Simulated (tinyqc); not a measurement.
Resistance of a source-drain extension with a graded tip: one step of the calculation.

y runs along the channel, the gate covers y > 0. The doping is N0 for y < y0 and N0 10^(-(y - y0)/la) beyond, uniform over the depth xj. Sheet conductance s(y) = q mu(N) max(N - Nch, 0) xj + (for y > 0) ma Cox Vo, with mu(N) = u0 + (u1 - u0)/(1 + (N/Nr)^au) and Cox = eps0 eox/tox. Current is taken as one-dimensional; depletion of the tip, spreading and the contact are left out. The metallurgical junction lies at yj, where N = Nch.

Question. Sheet resistances and junction position. yj = y0 + la log10(N0/Nch); sheet resistance of the full extension 1/[q mu(N0)(N0 - Nch) xj] and of the gate-induced layer 1/(ma Cox Vo); metallurgical length Lg - 2 yj; ye is where the doped and the gate-induced conductances are equal.

Inputs (values chosen for the exercise); mobility law close to that of electrons in silicon:
- eox = 3.9 (relative permittivity of the gate insulator (close to silicon dioxide))
- tox = 1.3 nm (insulator thickness)
- N0 = 1.1e20 cm^-3 (active doping of the extension far from the gate)
- la = 5.9 nm/decade (lateral abruptness)
- y0 = 3.8 nm (position under the gate where the fall begins (gate edge at 0))
- xj = 12 nm (depth of the extension)
- Nch = 3.5e18 cm^-3 (channel doping)
- Vo = 0.5 V (gate overdrive)
- ma = 180 cm^2/(V s) (mobility of the gate-induced layer)
- u1 = 1414 cm^2/(V s) (mobility at low doping)
- u0 = 68.5 cm^2/(V s) (mobility at high doping)
- Nr = 9.2e16 cm^-3 (reference doping)
- au = 0.711 (exponent)
- Lg = 90 nm (gate length)

Constants: q = 1.602176634e-19 C, eps0 = 8.8541878128e-14 F/cm where lengths are in cm. Results are converted to the units shown.

Find: yj; sheet resistance of the extension; sheet resistance of the induced layer; metallurgical length; ye; N at ye.

Answer.

yj = 12.63 nm
sheet resistance of the extension = 632.9 ohm/square
sheet resistance of the induced layer = 4183 ohm/square
metallurgical length = 64.73 nm
ye = 8.801 nm
N at ye = 1.562e19 cm^-3

The gate takes over 3.83 nm before the junction, where N is still 4.46 times the channel doping.

Computed by the program tinyqc: `OMP_NUM_THREADS=1 python tinyqc.py 2282024 2282025 out.jsonl`, one thread of a shared Intel Xeon 2.30GHz, about 0.03 s for the whole run.
